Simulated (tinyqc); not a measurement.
What each parameter does: three-level Kane dispersion of a narrow-gap semiconductor.

Zero of energy at Gamma8, c = hbar^2/2m0, P^2 = Ep c. The free-electron term and remote bands are left out, so the heavy holes are flat at E = 0 and the other three bands obey E (E - Eg)(E + Dso) = P^2 k^2 (E + 2 Dso/3). The conduction band is the highest root; its edge is Ec = max(Eg, 0).

Degenerate electrons at T = 0: kF = (3 pi^2 n)^(1/3), 1 cm^-3 = 1e-24 angstrom^-3; EF is the highest root at kF. The momentum (cyclotron, optical) mass is m(E) = hbar^2 k/(dE/dk) = c d(k^2)/dE with d(k^2)/dE = k^2 [1/E + 1/(E - Eg) + 1/(E + Dso) - 1/(E + 2 Dso/3)]; the density of states is k d(k^2)/dE/(2 pi^2).

Edge mass m0* = Eg (Eg + Dso)/(Ep (Eg + 2 Dso/3)).
Constants: hbar^2/2m0 = 3.80998211 eV angstrom^2.

Values chosen for the exercise (near those of InAs; the results hold for these values, not for the real material):

| symbol | value | unit | meaning |
|---|---|---|---|
| Eg | 0.433 | eV | E(Gamma6) - E(Gamma8) |
| Dso | 0.38 | eV | spin-orbit splitting |
| Ep | 20.9 | eV | Kane energy |
| n | 1e+18 | cm^-3 | electron density |

Edge mass, EF - Ec and m(EF). Each row changes one parameter from the base and keeps the others.

Results:

| case | m0* (m0) | EF - Ec (meV) | m(EF) (m0) |
|---|---|---|---|
| base | 0.02454 | 119.25 | 0.03657 |
| n = 2e+18 cm^-3 | 0.02454 | 173.78 | 0.04198 |
| Eg = 0.4979 eV | 0.02784 | 109.39 | 0.03879 |
| Dso = 0.437 eV | 0.02488 | 117.93 | 0.03690 |
| Ep = 17.765 eV | 0.02887 | 103.97 | 0.04122 |

The largest shifts from the base row, up to three for each result and ties (the steps differ in size, so this ranks the rows, not the parameters). m0* (m0): Ep +0.00433, Eg +0.00330, Dso +0.00034; unchanged at the printed digits by n. EF - Ec (meV): n +54.53, Ep -15.28, Eg -9.86. m(EF) (m0): n +0.00542, Ep +0.00466, Eg +0.00223.

Program tinyqc; command `OMP_NUM_THREADS=1 python tinyqc.py 1050510 1050511 out.jsonl`; about 0.01 s on one thread of a shared Intel(R) Xeon(R) Processor @ 2.30GHz.
